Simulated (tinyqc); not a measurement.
# Worked calculation: polycrystalline film, grain-boundary barriers (Seto model)

Numbers from tinyqc (`OMP_NUM_THREADS=1 python tinyqc.py 2610048 2610049 out.jsonl`; about 0.01 s on one thread of a shared Intel Xeon 2.30GHz). Printed values are rounded.

One-dimensional grains of size Lg with donors N; each boundary has Qt acceptor-like traps per area at one level Et below the band edge. Trapped electrons qt deplete a width w = qt/N (both sides together) and raise a barrier Vb = q N w^2/(8 eps0 eps_r). Current crosses the barriers by thermionic emission at small bias. Abrupt depletion, full ionisation, Boltzmann statistics.

Parameters, values chosen for the exercise; values close to those of polycrystalline silicon:
- T = 300 K (temperature)
- eps_r = 11.7 (relative permittivity of the semiconductor)
- Lg = 20 nm (grain size)
- Qt = 2.3e12 cm^-2 (trap density at a boundary)
- N = 9e18 cm^-3 (donor density)
- mg = 110 cm^2/(V s) (mobility inside a grain)
- vc = 7.6e6 cm/s (collection velocity at the barrier)
- Nc = 2.8e19 cm^-3 (conduction-band density of states at T)
- Et = 0.56 eV (trap level below the band edge)

Constants: q = 1.602176634e-19 C, kB = 1.380649e-23 J/K, Vt = kB T/q, eps0 = 8.8541878128e-14 F/cm where lengths are in cm. Results are converted to the units shown.

Range of the model: The barrier is under 2 Vt, where the abrupt-depletion and emission pictures are rough.

## Critical doping and limits of the barrier

N* = Qt/Lg; fully depleted grains have Vb = q N Lg^2/(8 eps0 eps_r), filled traps Vb = q Qt^2/(8 eps0 eps_r N); the true barrier cannot exceed the smaller.

N* = 1.15e18 cm^-3
Vb, fully depleted = 0.6959665 V
Vb, traps filled = 0.01136316 V

## Iteration 1: trapped charge

qt at the start = 2.1e12 cm^-2

w = qt/N, Vb = q N w^2/(8 eps0 eps_r), out = Qt/(1 + 2 (Nc/N) exp((Vb - Et)/Vt)); qt(new) = out.

w = 2.333333 nm
Vb = 0.009472877 V
out = 2.300000e12 cm^-2
qt after iteration 1 = 2.300000e12 cm^-2

## Course of the iteration: trapped charge

Stop when qt changes by less than 10000 cm^-2, or after 60 iterations.

Course of the iteration:

| iteration | qt (cm^-2) | \|change\| (cm^-2) |
|---|---|---|
| 1 | 2.300000e12 | 2.00e11 |
| 2 | 2.300000e12 | 613 |

Converged in 2 iterations. The change falls from 2.0e11 in the first iteration to below the tolerance in the last.

## Barrier, resistivity and effective mobility

Partly depleted grains: the density at the grain centre is n0 = N and qt = Qt/(1 + 2 (Nc/N) exp((Vb - Et)/Vt)). If that gives qt >= N Lg, the grains are fully depleted: qt = N Lg, w = Lg and n0 = 2 Nc exp((Vb - Et)/Vt)/(Qt/(N Lg) - 1). Resistivity: barriers rb = Vt exp(Vb/Vt)/(q n0 vc Lg), grain interior rg = (1 - w/Lg)/(q mg N); effective mobility 1/(q N (rb + rg)).

qt = 2.300000e12 cm^-2
w = 2.555556 nm
Vb = 0.01136316 V
n0 = 9e18 cm^-3
rb = 0.001830587 ohm cm
rg = 0.005498973 ohm cm
effective mobility = 94.61701 cm^2/(V s)

The grains are partly depleted, 100 % of the traps are filled and the barriers give 25.0 % of the resistivity.
